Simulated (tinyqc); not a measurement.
What moves the response: phonon-assisted absorption at an indirect gap.

alpha(E) = sum_j A_j [N_j (E - Eg + w_j)^2 + (N_j + 1)(E - Eg - w_j)^2], each bracket counted only where its base is positive; N_j = 1/(exp(w_j/kB T) - 1). The first term absorbs a phonon and the second emits one; excitons and direct transitions are left out.

Photodiode (Gaertner form with a dead layer): QE = (1 - R) exp(-alpha xj) [1 - exp(-alpha W)/(1 + alpha L)], R = ((nr - 1)/(nr + 1))^2; responsivity = QE/E in A/W for E in eV.

Constants: kB = 8.617333262e-05 eV/K.

Inputs chosen for the exercise (loosely those of Si at room temperature; Eg is not tied to T; shifted at random, so the results belong to these values and not to a real crystal):
- Eg = 1.126 eV (indirect gap, held fixed unless listed)
- w = (55.6, 17.5) meV (two zone-edge phonons)
- A = (2400, 640) 1/(cm eV^2) (their strengths)
- T = 400 K
- E = 1.367 eV (photon energy)
- nr = 3.59 (refractive index)
- xj = 0.5 micrometre (dead layer at the surface)
- W = 22 micrometre (depleted width)
- L = 7.9 micrometre (minority diffusion length below it)

At the energy E.

One parameter was then changed.

Results before and after:
```
case     alpha (1/cm)      QE
base            300.5  0.3913
changed         300.5  0.3616
```

Which of these changes was made? (a) xj = 1 micrometre; (b) T = 450 K; (c) nr = 3.77; (d) W = 44 micrometre; (e) L = 3.95 micrometre; (f) Eg = 1.106 eV.

Answer: (e) L = 3.95 micrometre. Of the candidates, run in turn, only this one gives the changed row.

All candidates:
```
case                 alpha (1/cm)      QE
base                        300.5  0.3913
Eg = 1.106 eV               356.7  0.4312
T = 450 K                   337.4  0.4183
W = 44 micrometre           300.5  0.5268
L = 3.95 micrometre         300.5  0.3616
xj = 1 micrometre           300.5  0.3855
nr = 3.77                   300.5  0.3805
```

(tinyqc, `OMP_NUM_THREADS=1 python tinyqc.py 1680814 1680815 out.jsonl`, Intel(R) Xeon(R) Processor @ 2.30GHz, 1 thread, shared host, about 0.01 s.)
